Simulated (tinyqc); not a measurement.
Worked calculation: thin-film optics by transfer matrices. Values are carried at full precision from step to step, so a last printed digit may differ when a step is redone from the rounded ones.

Indices N = n + i k. Snell: N0 sin(theta) = N_j sin(theta_j), with Im(N_j cos theta_j) >= 0. Admittance y_j = N_j cos theta_j for s and N_j/cos theta_j for p. Phase delta_j = 2 pi N_j cos theta_j d_j/lambda. Layer matrix [[cos delta, -i sin delta/y], [-i y sin delta, cos delta]], multiplied from the top down to M. (B, C) = M (1, y_sub); r = (y0 B - C)/(y0 B + C), R = |r|^2, T = 4 Re y0 Re y_sub/|y0 B + C|^2, absorbed in the films 1 - R - T.

Inputs chosen for the exercise (indices near those of resist, ARC on polySi; not measured data): lam = 633 nm (vacuum wavelength); n0 = 1 (ambient index); n = (1.645, 1.673, 4.001) (n of resist, ARC, substrate); k = (0, 0.019, 0.039) (k in the same order); d = (639, 63.6) nm (thicknesses, top first); theta = 60 degrees (angle of incidence); pol = p (polarisation).

## Angles, admittances and phases

Form cos theta_j, y_j and delta_j.

cos theta_j: ambient 0.5000, film 1 0.8502, film 2 0.8557+0.0036i, substrate 0.9763+0.0005i

y_j: ambient 2.0000, film 1 1.9348, film 2 1.9553+0.0141i, substrate 4.0981+0.0380i

delta_j (rad): film 1 8.8708, film 2 0.9037+0.0140i

## Layer matrices and their product

Form each matrix and multiply from the top down.

matrix of film 1:
```
[[-0.8505, -0.2719i],
 [-1.0178i, -0.8505]]
```

matrix of film 2:
```
[[0.6188-0.0110i, 0.0015-0.4018i],
 [0.0280-1.5361i, 0.6188-0.0110i]]
```

M:
```
[[-0.9439+0.0017i, -0.0043+0.1735i],
 [-0.0350+0.6766i, -0.9353+0.0078i]]
```

Each matrix has determinant 1, and so has M.

## Reflection and transmission

Close the stack on the substrate.

B, C: [-0.9681+0.7126i, -3.8681+0.6730i]

r = -0.2529-0.2210i
R = 0.1128
T into the substrate = 0.8606
absorbed in the films = 0.0265

The bare substrate would reflect 0.1184.

## Ellipsometric angles

Ellipsometry: rho = tan(Psi) exp(i Delta) = -conj(r_p/r_s) with the r of the admittance formula, Delta in 0 to 360 degrees, so that a bare dielectric at small angles gives Delta = 180.

Repeat the steps for both polarisations.

r_s = -0.7306-0.1572i
r_p = -0.2529-0.2210i
Psi = 24.20 degrees
Delta = 150.99 degrees

## Checks

- R against the recursion of Airy sums from the substrate up: both 0.11283.

Run: tinyqc, `OMP_NUM_THREADS=1 python tinyqc.py 1652095 1652096 out.jsonl`; Intel(R) Xeon(R) Processor @ 2.30GHz, one thread, shared host; about 0.01 s of CPU time with all checks.
